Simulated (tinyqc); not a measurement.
MOSFET with velocity saturation and source resistance: one step of the calculation.

Strong inversion, charge Q = Cox (Vg - m V) at channel potential V with Vg the gate overdrive, and drift velocity v = mu E/(1 + mu E/vsat). Integrating along the channel gives I = mu Cox (1/L)(Vg Vd - m Vd^2/2)/(1 + Vd/Vc) per width, Vc = vsat L/mu, which peaks at Vdsat. Units: I in uA/um, Rs in ohm um, so the drop over Rs is 1e-6 I Rs volts.

Question. Saturation without source resistance. Vg = Vgs - VT (0 if negative), mu = mu0/(1 + th Vg), Vc = vsat L/mu, x = sqrt(1 + 2 Vg/(m Vc)), Vdsat = 2 Vg/(m (1 + x)), Isat = Cox vsat Vg (x - 1)/(x + 1) per width. Long-channel limit: mu Cox Vg^2/(2 m L); short-channel limit: Cox vsat Vg.

Inputs (values chosen for the exercise): gate capacitance Cox = 1.08 uF/cm^2; mobility at low gate voltage mu0 = 560 cm^2/(V s); mobility degradation th = 0 1/V; saturation velocity vsat = 1.1e7 cm/s; body factor m = 1.25; threshold VT = 0.33 V; channel length L = 0.18 um; gate voltage Vgs = 1.8 V.

Give: Vg; mu; Vc; Vdsat; Isat; long-channel limit; short-channel limit.

Answer.

Vg = 1.470 V
mu = 560.0 cm^2/(V s)
Vc = 0.3536 V
Vdsat = 0.6245 V
Isat = 819.0 uA/um
long-channel limit = 2904 uA/um
short-channel limit = 1746 uA/um

tinyqc, about 0.01 s, one thread, Intel Xeon 2.30GHz (shared host): `OMP_NUM_THREADS=1 python tinyqc.py 2500105 2500106 out.jsonl`
